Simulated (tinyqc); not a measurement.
# Narrowing from the saturation current

Inverse problem. A uniform n-type emitter has J0 = (q p0 D/L)(s + tanh(W/L))/(1 + s tanh(W/L)), D = mup Vt, s = S L/D, and p0 = (ni^2/N) exp(dE_app/kB T), where dE_app = dEg + kB T ln[(N/Nc) exp(-eta)]. Find p0, dE_app and dEg.

Values chosen for this exercise; band and dielectric values close to those of silicon:
- T = 400 K (temperature)
- Nc = 4.25e19 cm^-3 (conduction-band density of states at 400 K)
- N = 1.5e20 cm^-3 (ionised donor density)
- mup = 200 cm^2/(V s) (minority-hole mobility)
- W = 41 nm (emitter width)
- S = 4600 cm/s (recombination velocity at the contact)

Constants: q = 1.602176634e-19 C, kB = 1.380649e-23 J/K, Vt = kB T/q. Results are converted to the units shown.

J0 = 1.0024368e7 fA/cm^2
L = 350.03131 nm
ni = 3.6359511e12 cm^-3
converged eta = 2.4531954

Answer. J0 gives p0, its ratio to ni^2/N gives dE_app, and the degeneracy term is taken off.

p0 = 2.276e6 cm^-3
dE_app = 112.1 meV
dEg = 153.2 meV

Numbers from tinyqc (`OMP_NUM_THREADS=1 python tinyqc.py 2330068 2330069 out.jsonl`; about 0.01 s on one thread of a shared Intel Xeon 2.30GHz).
